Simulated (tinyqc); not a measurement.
Worked calculation: RKS/B3LYP (VWN-RPA form) in the 6-311g basis, for He, spin multiplicity 1. Computed by tinyqc, a small Python program that keeps every step (integrals from PySCF). Settings: charge = 0, multiplicity = 1, basis = 6-311g, energy threshold = 1e-08, iteration cap = 82, orthogonalisation = symmetric, start = highest core orbitals, DIIS depth = 6, method = RKS, functional = b3lyp, grid = [20, 50]. Command: `OMP_NUM_THREADS=1 python tinyqc.py 23301 23302 out.jsonl` (the two numbers bound the seeds that draw the settings). One thread of a shared host (Intel(R) Xeon(R) Processor @ 2.60GHz), about 0.1 s of CPU time with the checks. Later iterations appear only in the table of the cycle.

## One-electron integrals

Geometry (angstrom):
```
atom        x        y        z
He    0.00000  0.00000  0.00000
```

Basis 6-311g: exponents (1/bohr^2) and contraction coefficients of normalised primitives:
```
element  l (shell)  exponent  coefficient
He           s (1)  98.12430      0.02875
He           s (1)  14.76890      0.20806
He           s (1)   3.31883      0.83764
He           s (2)   0.87405      1.00000
He           s (3)   0.24456      1.00000
```

Overlap, kinetic and nuclear-attraction integrals over the contracted functions; the nuclear repulsion is the sum of Za Zb / Rab.

nuclear repulsion = 0 hartree

overlap S, order 1He 1s, 1He 2s, 1He 3s:
$$\begin{pmatrix}
1.00000 & 0.68047 & 0.32860 \\
0.68047 & 1.00000 & 0.75157 \\
0.32860 & 0.75157 & 1.00000
\end{pmatrix}$$

kinetic energy T (hartree), order 1He 1s, 1He 2s, 1He 3s:
$$\begin{pmatrix}
6.85710 & 1.43947 & 0.22560 \\
1.43947 & 1.31107 & 0.43087 \\
0.22560 & 0.43087 & 0.36685
\end{pmatrix}$$

nuclear attraction V (hartree), order 1He 1s, 1He 2s, 1He 3s:
$$\begin{pmatrix}
-7.30629 & -3.46483 & -1.53507 \\
-3.46483 & -2.98378 & -1.79389 \\
-1.53507 & -1.79389 & -1.57832
\end{pmatrix}$$

core Hamiltonian H = T + V (hartree), order 1He 1s, 1He 2s, 1He 3s:
$$\begin{pmatrix}
-0.44919 & -2.02535 & -1.30947 \\
-2.02535 & -1.67271 & -1.36303 \\
-1.30947 & -1.36303 & -1.21148
\end{pmatrix}$$

## Two-electron integrals

Functions are numbered as in S; the eight-fold symmetry (ij|kl) = (ji|kl) = (kl|ij) leaves the list below.

Two-electron integrals (ij|kl) in chemists' order, unique and non-zero (hartree):
```
(11|11) 2.39512   (21|11) 1.34734   (21|21) 0.79871   (22|11) 1.35841
(22|21) 0.86385   (22|22) 1.05493   (31|11) 0.61412   (31|21) 0.36863
(31|22) 0.40680   (31|31) 0.17071   (32|11) 0.84271   (32|21) 0.54701
(32|22) 0.70042   (32|31) 0.25942   (32|32) 0.47668   (33|11) 0.76703
(33|21) 0.51024   (33|22) 0.69758   (33|31) 0.24418   (33|32) 0.49473
(33|33) 0.55802
```

## Orthogonalisation

S = U s U^T; symmetric (Loewdin) form X = U s^(-1/2) U^T, so that X^T S X = 1.

eigenvalues of S: [0.13571, 0.67345, 2.19085]

X, order 1He 1s, 1He 2s, 1He 3s:
$$\begin{pmatrix}
1.31656 & -0.64591 & 0.15068 \\
-0.64591 & 1.85550 & -0.77140 \\
0.15068 & -0.77140 & 1.43667
\end{pmatrix}$$

## Starting guess

The start is the highest orbitals of the core Hamiltonian (a deliberately bad start); D = 2 C_occ C_occ^T.

D at the start, order 1He 1s, 1He 2s, 1He 3s:
$$\begin{pmatrix}
4.05132 & -5.09142 & 2.23899 \\
-5.09142 & 6.39855 & -2.81380 \\
2.23899 & -2.81380 & 1.23739
\end{pmatrix}$$

## Iteration 1: exchange-correlation on the grid

Becke grid with 20 radial and 50 angular points per atom, points of zero weight dropped. rho = sum D_ij phi_i phi_j; V_xc,ij = sum w v_xc phi_i phi_j plus the gradient terms; v_xc is d(rho eps)/d rho at fixed gradient. Exact exchange is left to K.

The 12 grid points with the largest w rho, of 1000 (bohr, atomic units):
```
x                y         z        w      rho  |grad rho|^2    eps_xc      v_xc
0.73898    0.00000   0.73898  0.09470  0.11392       0.11025  -0.36389  -0.41277
0.73898    0.73898   0.00000  0.09470  0.11392       0.11025  -0.36389  -0.41277
0.00000    0.73898   0.73898  0.09470  0.11392       0.11025  -0.36389  -0.41277
0.00000    0.73898  -0.73898  0.09470  0.11392       0.11025  -0.36389  -0.41277
-0.73898  -0.73898   0.00000  0.09470  0.11392       0.11025  -0.36389  -0.41277
-0.73898   0.00000  -0.73898  0.09470  0.11392       0.11025  -0.36389  -0.41277
0.00000   -0.73898  -0.73898  0.09470  0.11392       0.11025  -0.36389  -0.41277
0.00000   -0.73898   0.73898  0.09470  0.11392       0.11025  -0.36389  -0.41277
-0.73898   0.00000   0.73898  0.09470  0.11392       0.11025  -0.36389  -0.41277
-0.73898   0.73898   0.00000  0.09470  0.11392       0.11025  -0.36389  -0.41277
0.73898   -0.73898   0.00000  0.09470  0.11392       0.11025  -0.36389  -0.41277
0.73898    0.00000  -0.73898  0.09470  0.11392       0.11025  -0.36389  -0.41277
```

electrons on the grid, sum of w rho = 2.00003

E_xc = sum of w rho eps_xc = -1.3600198 hartree

V_xc (hartree), order 1He 1s, 1He 2s, 1He 3s:
$$\begin{pmatrix}
-3.04157 & -2.46791 & -1.15847 \\
-2.46791 & -2.44171 & -1.29834 \\
-1.15847 & -1.29834 & -0.88070
\end{pmatrix}$$

## Iteration 1: building the Kohn-Sham matrix

J_ij = sum D_kl (ij|kl), K_ij = sum D_kl (ik|jl); F = H + J - 0.1 K + V_xc; E = tr D H + tr D J / 2 - 0.05 tr D K + E_xc + E_nn.

Coulomb J (hartree), order 1He 1s, 1He 2s, 1He 3s:
$$\begin{pmatrix}
3.63222 & 2.05645 & 0.94398 \\
2.05645 & 2.20009 & 1.41693 \\
0.94398 & 1.41693 & 1.37508
\end{pmatrix}$$

exchange K (hartree), order 1He 1s, 1He 2s, 1He 3s:
$$\begin{pmatrix}
1.98100 & 0.35238 & 0.05673 \\
0.35238 & 0.28705 & 0.15011 \\
0.05673 & 0.15011 & 0.09978
\end{pmatrix}$$

Kohn-Sham matrix F (hartree), order 1He 1s, 1He 2s, 1He 3s:
$$\begin{pmatrix}
-0.05664 & -2.47205 & -1.52963 \\
-2.47205 & -1.94303 & -1.25944 \\
-1.52963 & -1.25944 & -0.72707
\end{pmatrix}$$

total energy of this density = 9.6619113 hartree

## Iteration 1: diagonalisation and new density

Diagonalise F' = X^T F X, C = X C', fill 1 alpha and 1 beta electrons from the bottom; D = 2 C_occ C_occ^T. Each column has its largest component positive (the first on a tie).

F' = X^T F X (hartree):
$$\begin{pmatrix}
2.91732 & -3.88617 & 0.00158 \\
-3.88617 & 0.86063 & -0.84001 \\
0.00158 & -0.84001 & 0.04577
\end{pmatrix}$$

orbital energies (hartree): MO1 -2.32023, MO2 0.18998, MO3 5.95397

coefficients C, order 1He 1s, 1He 2s, 1He 3s:
$$\begin{pmatrix}
0.29679 & -0.05921 & -1.44280 \\
0.85184 & -0.89266 & 1.71250 \\
-0.11607 & 1.46773 & -0.71700
\end{pmatrix}$$

D after iteration 1, order 1He 1s, 1He 2s, 1He 3s:
$$\begin{pmatrix}
0.17617 & 0.50563 & -0.06890 \\
0.50563 & 1.45127 & -0.19774 \\
-0.06890 & -0.19774 & 0.02694
\end{pmatrix}$$

## Iteration 2: exchange-correlation on the grid

As before.

The 12 grid points with the largest w rho, of 1000 (bohr, atomic units):
```
x                y         z        w      rho  |grad rho|^2    eps_xc      v_xc
0.54426    0.00000  -0.54426  0.04143  0.26374       1.16594  -0.47951  -0.53279
-0.54426   0.00000  -0.54426  0.04143  0.26374       1.16594  -0.47951  -0.53279
0.00000    0.54426   0.54426  0.04143  0.26374       1.16594  -0.47951  -0.53279
0.54426    0.54426   0.00000  0.04143  0.26374       1.16594  -0.47951  -0.53279
0.00000   -0.54426   0.54426  0.04143  0.26374       1.16594  -0.47951  -0.53279
0.00000    0.54426  -0.54426  0.04143  0.26374       1.16594  -0.47951  -0.53279
0.54426    0.00000   0.54426  0.04143  0.26374       1.16594  -0.47951  -0.53279
0.00000   -0.54426  -0.54426  0.04143  0.26374       1.16594  -0.47951  -0.53279
0.54426   -0.54426   0.00000  0.04143  0.26374       1.16594  -0.47951  -0.53279
-0.54426   0.00000   0.54426  0.04143  0.26374       1.16594  -0.47951  -0.53279
-0.54426  -0.54426   0.00000  0.04143  0.26374       1.16594  -0.47951  -0.53279
-0.54426   0.54426   0.00000  0.04143  0.26374       1.16594  -0.47951  -0.53279
```

electrons on the grid, sum of w rho = 2.00000

E_xc = sum of w rho eps_xc = -1.1023157 hartree

V_xc (hartree), order 1He 1s, 1He 2s, 1He 3s:
$$\begin{pmatrix}
-1.00227 & -0.56953 & -0.26006 \\
-0.56953 & -0.56824 & -0.34423 \\
-0.26006 & -0.34423 & -0.29390
\end{pmatrix}$$

## Iteration 2: building the Kohn-Sham matrix

As before.

Coulomb J (hartree), order 1He 1s, 1He 2s, 1He 3s:
$$\begin{pmatrix}
3.35864 & 2.04535 & 0.95180 \\
2.04535 & 2.32960 & 1.50719 \\
0.95180 & 1.50719 & 1.44921
\end{pmatrix}$$

exchange K (hartree), order 1He 1s, 1He 2s, 1He 3s:
$$\begin{pmatrix}
2.71779 & 2.31667 & 1.30431 \\
2.31667 & 2.20573 & 1.29181 \\
1.30431 & 1.29181 & 0.76993
\end{pmatrix}$$

Kohn-Sham matrix F (hartree), order 1He 1s, 1He 2s, 1He 3s:
$$\begin{pmatrix}
1.63541 & -0.78119 & -0.74816 \\
-0.78119 & -0.13193 & -0.32925 \\
-0.74816 & -0.32925 & -0.13316
\end{pmatrix}$$

total energy of this density = -2.5615690 hartree

## Iteration 2: DIIS over 2 matrices

error matrix X^T (FDS - SDF) X:
$$\begin{pmatrix}
0.00000 & 0.15347 & 0.54834 \\
-0.15347 & 0.00000 & 0.66579 \\
-0.54834 & -0.66579 & 0.00000
\end{pmatrix}$$

B (overlaps of the stored error matrices):
$$\begin{pmatrix}
1.7208723e+00 & -1.0611572e-01 \\
-1.0611572e-01 & 1.5349987e+00
\end{pmatrix}$$

Minimise |sum c_i e_i|^2 with sum c_i = 1: solve [B -1; -1 0][c; lambda] = [0; -1] with B_ij = tr e_i^T e_j, and take F = sum c_i F_i.

DIIS coefficients: [0.47320, 0.52680]

extrapolated F (hartree), order 1He 1s, 1He 2s, 1He 3s:
$$\begin{pmatrix}
0.83473 & -1.58131 & -1.11795 \\
-1.58131 & -0.98895 & -0.76942 \\
-1.11795 & -0.76942 & -0.41420
\end{pmatrix}$$

## Iteration 2: diagonalisation and new density

As before.

F' = X^T F X (hartree):
$$\begin{pmatrix}
3.42053 & -3.35342 & 0.00654 \\
-3.35342 & 1.57586 & -0.77826 \\
0.00654 & -0.77826 & 0.16455
\end{pmatrix}$$

orbital energies (hartree): MO1 -1.25271, MO2 0.39827, MO3 6.01538

coefficients C, order 1He 1s, 1He 2s, 1He 3s:
$$\begin{pmatrix}
0.28236 & -0.09032 & -1.44408 \\
0.72172 & -1.01532 & 1.70393 \\
0.08973 & 1.47441 & -0.70700
\end{pmatrix}$$

D after iteration 2, order 1He 1s, 1He 2s, 1He 3s:
$$\begin{pmatrix}
0.15946 & 0.40758 & 0.05067 \\
0.40758 & 1.04177 & 0.12952 \\
0.05067 & 0.12952 & 0.01610
\end{pmatrix}$$

## Iteration 10 (converged): orbitals

converged F (hartree), order 1He 1s, 1He 2s, 1He 3s:
$$\begin{pmatrix}
1.24941 & -0.99127 & -0.85695 \\
-0.99127 & -0.35304 & -0.48003 \\
-0.85695 & -0.48003 & -0.25490
\end{pmatrix}$$

As before.

F' = X^T F X (hartree):
$$\begin{pmatrix}
3.45194 & -2.86453 & -0.01912 \\
-2.86453 & 2.05036 & -0.77529 \\
-0.01912 & -0.77529 & 0.21556
\end{pmatrix}$$

orbital energies (hartree): MO1 -0.65806, MO2 0.63640, MO3 5.73953

coefficients C, order 1He 1s, 1He 2s, 1He 3s:
$$\begin{pmatrix}
0.27209 & -0.16613 & -1.43931 \\
0.46498 & -1.12799 & 1.72237 \\
0.41563 & 1.41153 & -0.71877
\end{pmatrix}$$

D after iteration 10, order 1He 1s, 1He 2s, 1He 3s:
$$\begin{pmatrix}
0.14807 & 0.25304 & 0.22618 \\
0.25304 & 0.43241 & 0.38652 \\
0.22618 & 0.38652 & 0.34550
\end{pmatrix}$$

## Convergence

Stop when the energy changes by less than 1e-08 hartree and every element of the error matrix X^T (F D S - S D F) X is below 3e-05.

Course of the cycle:
```
iteration  E (hartree)     change  largest element of the error matrix
1            9.6619113          -                             8.79e-01
2           -2.5615690  -1.22e+01                             6.66e-01
3           -2.7729992  -2.11e-01                             4.85e-01
4           -2.8452159  -7.22e-02                             3.42e-01
5           -2.9107511  -6.55e-02                             6.00e-02
6           -2.9126535  -1.90e-03                             2.44e-02
7           -2.9128690  -2.16e-04                             1.59e-02
8           -2.9130275  -1.59e-04                             3.03e-04
9           -2.9130276  -5.71e-08                             1.33e-05
10          -2.9130276  -7.48e-11                             1.18e-06
```

PySCF RKS in the same basis, fine grid = -2.9130279 hartree

Converged in 10 iterations.

## Populations

Mulliken: Z minus the diagonal of D S on the atom; Loewdin: the same with S^(1/2) D S^(1/2).

Charges (e):
```
atom  Mulliken  Loewdin
1He          0        0
```
